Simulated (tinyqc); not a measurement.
Thin-film transistor with exponential tail and deep states, accumulation layer: effect of the total density of tail states.

An undoped film in accumulation, thicker than the space-charge layer. With band bending psi the Fermi level lies E0 - psi below the band edge. Free electrons n = n0 exp(psi/Vt) carry the current; electrons in two exponential distributions of traps, a = a0 exp(psi/Va) and d = d0 exp(psi/Vp), do not. Linear regime, ohmic contacts, traps in equilibrium.

Va = kB Tt/q, Vp = kB Td/q; n0 = Nc exp(-E0/Vt), a0 = Nt th(T/Tt) exp(-E0/Va), d0 = Nd th(T/Td) exp(-E0/Vp), th(x) = pi x/sin(pi x). G(psi) = sum over the three kinds of c0 [V (exp(psi/V) - 1) - psi], field F = sqrt(2 q G/(eps0 eps_r)); Vg = psi + eps0 eps_r F/Ci at the surface. Total charge Q = Ci (Vg - psi_s); free charge Qf = q times the integral of n0 (exp(psi/Vt) - 1)/F over psi from 0 to psi_s; I = (W/L) mb Qf Vd; effective mobility mb Qf/Q.

Values chosen for this exercise; values close to those of an organic semiconductor:
```
symbol   value        unit                                        meaning
T          300           K                                    temperature
eps_r      3.2                 relative permittivity of the semiconductor
Nc      7.4e19       cm^-3                     density of extended states
mb         2.5  cm^2/(V s)                                  band mobility
Tt         520           K         characteristic temperature of the tail
Nd      3.8e17       cm^-3                   total density of deep states
Td        1400           K  characteristic temperature of the deep states
E0        0.43          eV           bulk Fermi level below the band edge
Ci         100     nF/cm^2                               gate capacitance
WL           2                                                  ratio W/L
Vd         0.2           V                                  drain voltage
Vg         4.4           V                   gate voltage above flat band
```

Constants: q = 1.602176634e-19 C, kB = 1.380649e-23 J/K, Vt = kB T/q, eps0 = 8.8541878128e-14 F/cm where lengths are in cm. Results are converted to the units shown.

Effect of the total density of tail states:

| Nt (cm^-3) | E0 - psi_s (eV) | Q (nC/cm^2) | free share (%) | effective mobility (cm^2/(V s)) | I (nA) |
|---|---|---|---|---|---|
| 6.5e18 | 0.01047 | 398.0 | 60.76 | 1.519 | 241.8 |
| 1.5e19 | 0.01939 | 398.9 | 40.24 | 1.006 | 160.5 |
| 3.4e19 | 0.03621 | 400.6 | 19.66 | 0.4914 | 78.74 |
| 7.9e19 | 0.06335 | 403.3 | 6.570 | 0.1643 | 26.50 |
| 1.8e20 | 0.09603 | 406.6 | 1.810 | 0.04526 | 7.361 |
| 4.2e20 | 0.1320 | 410.2 | 0.4441 | 0.01110 | 1.822 |

What does the comparison show?

As Nt goes from 6.5e18 to 4.2e20 cm^-3, the free share falls from 60.8 to 0.444 %, the distance of the Fermi level from the edge rises from 0.0105 to 0.132 eV and the current falls from 242 to 1.82 nA. Q varies by only 3.0 %: the gate sets the charge, the traps decide how much of it moves. For Nt = 6.5e18 to 3.4e19 cm^-3 the surface Fermi level is within 2 Vt of the band edge, where the exponential forms fail. For Nt = 6.5e18 to 1.8e20 cm^-3 the th form, which assumes a Fermi level far below the edge, overcounts the filled tail at the surface by more than 15 %.

Computed by the program tinyqc: `OMP_NUM_THREADS=1 python tinyqc.py 2610101 2610102 out.jsonl`, one thread of a shared Intel Xeon 2.30GHz, about 0.03 s for the whole run.
